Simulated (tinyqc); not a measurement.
Three-level Kane dispersion of a narrow-gap semiconductor: one step. Plasma and cyclotron energies. Five cases, with inputs chosen for the exercise.

Problem. hbar wp = sqrt(8 pi c (e^2/4 pi eps0) n/(eps m)), hbar wc = 2 muB B/m (classical limit), with m = m(EF) and, for comparison, the edge mass; n in angstrom^-3.

Constants: hbar^2/2m0 = 3.80998211 eV angstrom^2; e^2/(4 pi eps0) = 14.39964547 eV angstrom; muB = 5.788381798e-05 eV/T.

Give: hbar wp with m(EF), with m0*; hbar wc with m(EF), with m0*.

Case 1.

Values chosen (out of a larger set: a narrow-gap II-VI alloy; not measured data): n = 2.1e+17 cm^-3 (electron density); eps = 12.8 (high-frequency dielectric constant); B = 1.6 T (magnetic field).

m(EF) = 0.0235076 m0
m0* = 0.0144369 m0

Solution.

hbar wp with m(EF), with m0* (meV): 31.02  39.58

hbar wc with m(EF), with m0* (meV): 7.88  12.83

hbar wc is not small against EF - Ec = 67.8 meV, so fewer than ten Landau levels are filled and the classical value is only a guide.

Case 2.

Values chosen (out of a larger set: near those of GaSb; not measured data): n = 1.1e+16 cm^-3 (electron density); eps = 14 (high-frequency dielectric constant); B = 2 T (magnetic field).

m(EF) = 0.0357727 m0
m0* = 0.0353804 m0

Solution.

hbar wp with m(EF), with m0* (meV): 5.50  5.53

hbar wc with m(EF), with m0* (meV): 6.47  6.54

hbar wc is not small against EF - Ec = 5.1 meV, so only the lowest Landau level or two are filled: this is the quantum limit, where the classical value fails.

Case 3.

Values chosen (out of a larger set: a gap close to zero; not measured data): n = 3e+17 cm^-3 (electron density); eps = 12.8 (high-frequency dielectric constant); B = 1.9 T (magnetic field).

m(EF) = 0.0212944 m0
m0* = 0.0022971 m0

Solution.

hbar wp with m(EF), with m0* (meV): 38.96  118.61

hbar wc with m(EF), with m0* (meV): 10.33  95.75

EF - Ec = 136.0 meV is 13 times hbar wc, so the classical value applies.

Case 4.

Values chosen (out of a larger set: a narrow-gap II-VI alloy; not measured data): n = 2.5e+16 cm^-3 (electron density); eps = 13.3 (high-frequency dielectric constant); B = 3.3 T (magnetic field).

m(EF) = 0.0137584 m0
m0* = 0.0101598 m0

Solution.

hbar wp with m(EF), with m0* (meV): 13.73  15.97

hbar wc with m(EF), with m0* (meV): 27.77  37.60

hbar wc is not small against EF - Ec = 26.1 meV, so only the lowest Landau level or two are filled: this is the quantum limit, where the classical value fails.

Case 5.

Values chosen (out of a larger set: near those of InAs; not measured data): n = 1.2e+16 cm^-3 (electron density); eps = 12.6 (high-frequency dielectric constant); B = 4.5 T (magnetic field).

m(EF) = 0.0257607 m0
m0* = 0.0249847 m0

Solution.

hbar wp with m(EF), with m0* (meV): 7.14  7.25

hbar wc with m(EF), with m0* (meV): 20.22  20.85

hbar wc is not small against EF - Ec = 7.5 meV, so only the lowest Landau level or two are filled: this is the quantum limit, where the classical value fails.

Computed by tinyqc, one run a case: `OMP_NUM_THREADS=1 python tinyqc.py N N+1 out.jsonl` with N = 1050302, 1050356, 1050395, 1050411, 1050587; one thread of a shared Intel(R) Xeon(R) Processor @ 2.30GHz, about 0.01 s a run at most.
